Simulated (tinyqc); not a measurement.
Trap density from one capacitance.

Inverse problem. Traps spread evenly through the insulator exchange electrons with the semiconductor by tunnelling, with tau(x) = t0 exp(2 ka x) at depth x from the interface. The admittance per area Y seen at depth x obeys dY/dx = -Y^2/(i w eps0 eox) + q Nb ln(1 + i w tau)/tau, with Y(0) = i w Cs and w = 2 pi f; the gate sees Y(tox) = G + i w C. Working variable y = Y/(i w), in uF/cm^2. Cox = eps0 eox/tox. Find Nb and G/w.

Values chosen for this exercise: relative permittivity of the insulator eox = 3.73; insulator thickness tox = 3.1 nm; semiconductor capacitance in accumulation Cs = 2.1 uF/cm^2; decay constant of the wave function in the insulator ka = 4.7 1/nm; time constant of a trap at the interface t0 = 3e-11 s; frequency f = 10000 Hz.

Constants: q = 1.602176634e-19 C, eps0 = 8.8541878128e-14 F/cm where lengths are in cm. Results are converted to the units shown.

C = 0.74641320 uF/cm^2

Solution. C rises steadily with Nb, so one density matches; in practice ka and t0 must come from the frequency dependence.

Nb = 6.600e18 cm^-3 eV^-1
G/w = 0.007288 uF/cm^2

Computed by the program tinyqc: `OMP_NUM_THREADS=1 python tinyqc.py 2202182 2202183 out.jsonl`, one thread of a shared Intel Xeon 2.30GHz, about 0.3 s for the whole run.
